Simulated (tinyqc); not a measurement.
What moves the results: standing waves and exposure in a photoresist film. A value that a table varies takes the place of the one given here.

Normal incidence from air. Unexposed resist: N1 = n1 + i k1 with k1 = (A + B) lam/(4 pi), lam in micrometres. r01 = (1 - N1)/(1 + N1), t01 = 2/(1 + N1). Substrate Ns = ns + i ks: r12 = (N1 - Ns)/(N1 + Ns). With p = exp(2 pi i N1 d/lam), the field at depth z is E(z) = t01 [exp(2 pi i N1 z/lam) + r12 p^2 exp(-2 pi i N1 z/lam)]/(1 + r01 r12 p^2), the relative intensity I(z) = n1 |E(z)|^2 and the reflectance R = |(r01 + r12 p^2)/(1 + r01 r12 p^2)|^2.

Values chosen for the exercise (a resist on W, indices near tabulated ones; not measured data):
- lam = 365 nm (vacuum wavelength)
- n1 = 1.685 (resist index)
- A = 0.22 1/micrometre (bleachable absorption (Dill A))
- B = 0.09 1/micrometre (fixed absorption (Dill B))
- d = 1082 nm (resist thickness)
- ns = 3.447 (substrate n)
- ks = 2.449 (substrate k)

## Swing of the coupled dose with resist thickness

The mean of I is taken over 800 depths; the relative dose to clear is taken as 1/(mean of I over the lowest period, 60 depths), scaled to 1 in the first row.

Swing:
```
d (nm)       R  mean I  relative dose
1082.0  0.3244  0.8059          1.000
1100.1  0.2195  0.9222          0.870
1118.1  0.0585  1.1098          0.728
1136.2  0.0367  1.1367          0.720
1154.2  0.1845  0.9606          0.859
1172.3  0.3035  0.8137          1.011
1190.3  0.3133  0.7931          1.029
1208.4  0.2103  0.9042          0.899
1226.4  0.0536  1.0807          0.757
1244.5  0.0326  1.1051          0.749
1262.5  0.1761  0.9392          0.888
1280.6  0.2930  0.7998          1.041
1298.6  0.3028  0.7806          1.058
```

How do the results move?

The period is 108.3 nm, six rows. The relative dose swings between 0.720 and 1.058, a ratio (max - min)/mean of 0.379, against the estimate 4 sqrt(|r01|^2 |r12|^2) exp(-(A + B) d) = 0.386 for the oscillating part alone; the ratio from the table also holds the slow rise from absorption, 5.8 % over two periods, so the two are not strictly comparable. The dose is least sensitive to thickness at an extremum; the lowest dose listed is at 1136.2 nm.

## What moves the exposure

The mean of I is over 800 depths. Each row changes one parameter from the base and keeps the others.

Results:
```
case                   |r12|^2       R  mean I  I at the bottom
base                    0.2798  0.3244  0.8059           0.1981
d = 1092 nm             0.2798  0.2797  0.8540           0.2108
n1 = 1.702              0.2764  0.2756  0.8579           0.2156
B = 0.29 1/micrometre   0.2786  0.2613  0.7282           0.1647
ks = 2.204              0.2536  0.3089  0.7990           0.2068
ns = 3.792              0.2884  0.3321  0.8047           0.1768
```

How do the results move?

The largest shifts from the base row, up to three for each result and ties (the steps differ in size, so this ranks the rows, not the parameters). |r12|^2: ks -0.0261, ns +0.0086, n1 -0.0033; unchanged at the printed digits by d. R: B -0.0631, n1 -0.0487, d -0.0446. mean I: B -0.0777, n1 +0.0520, d +0.0481. I at the bottom: B -0.0334, ns -0.0213, n1 +0.0175.

Program tinyqc; command `OMP_NUM_THREADS=1 python tinyqc.py 1652734 1652735 out.jsonl`; about 0.01 s on one thread of a shared Intel(R) Xeon(R) Processor @ 2.30GHz.
